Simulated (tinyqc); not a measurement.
Swing curve: thickness of the top film: thin-film optics by transfer matrices.

Indices N = n + i k. Snell: N0 sin(theta) = N_j sin(theta_j), with Im(N_j cos theta_j) >= 0. Admittance y_j = N_j cos theta_j for s and N_j/cos theta_j for p. Phase delta_j = 2 pi N_j cos theta_j d_j/lambda. Layer matrix [[cos delta, -i sin delta/y], [-i y sin delta, cos delta]], multiplied from the top down to M. (B, C) = M (1, y_sub); r = (y0 B - C)/(y0 B + C), R = |r|^2, T = 4 Re y0 Re y_sub/|y0 B + C|^2, absorbed in the films 1 - R - T.

Values chosen for the exercise (indices near those of polySi, SiO2 on Si; not measured data): lam = 633 nm (vacuum wavelength); n0 = 1 (ambient index); n = (3.965, 1.452, 3.848) (n of polySi, SiO2, substrate); k = (0.039, 0, 0.02) (k in the same order); d = (20.1, 3.2) nm (thicknesses, top first); theta = 60 degrees (angle of incidence); pol = p (polarisation).

The first entry of d takes the values listed.

Stack:

| d_1 (nm) | R | T | absorbed |
|---|---|---|---|
| 20.1 | 0.0986 | 0.8863 | 0.0150 |
| 33.7 | 0.1154 | 0.8602 | 0.0244 |
| 47.4 | 0.1328 | 0.8344 | 0.0328 |
| 61.0 | 0.1338 | 0.8249 | 0.0412 |
| 88.3 | 0.1008 | 0.8380 | 0.0612 |
| 101.9 | 0.0997 | 0.8296 | 0.0707 |
| 115.5 | 0.1154 | 0.8061 | 0.0785 |
| 129.2 | 0.1316 | 0.7829 | 0.0854 |
| 142.8 | 0.1327 | 0.7740 | 0.0933 |
| 156.4 | 0.1180 | 0.7789 | 0.1031 |
| 170.1 | 0.1017 | 0.7845 | 0.1138 |
| 183.7 | 0.1006 | 0.7765 | 0.1228 |

Give the missing row, d_1 (nm) = 74.6.

Computed row:
```
d_1 (nm)       R       T  absorbed
74.6      0.1182  0.8311    0.0507
```

R swings between 0.0986 and 0.1338 on these points. The period is lambda/(2 Re(N_1 cos theta_1)) = 81.8 nm, six rows. The swing shrinks from 0.0352 in the first period to 0.0330 in the second, as the film absorbs the wave that returns from below. The swing ratio (max - min)/mean is 0.31.

Program tinyqc; command `OMP_NUM_THREADS=1 python tinyqc.py 1680363 1680364 out.jsonl`; about 0.01 s on one thread of a shared Intel(R) Xeon(R) Processor @ 2.30GHz.
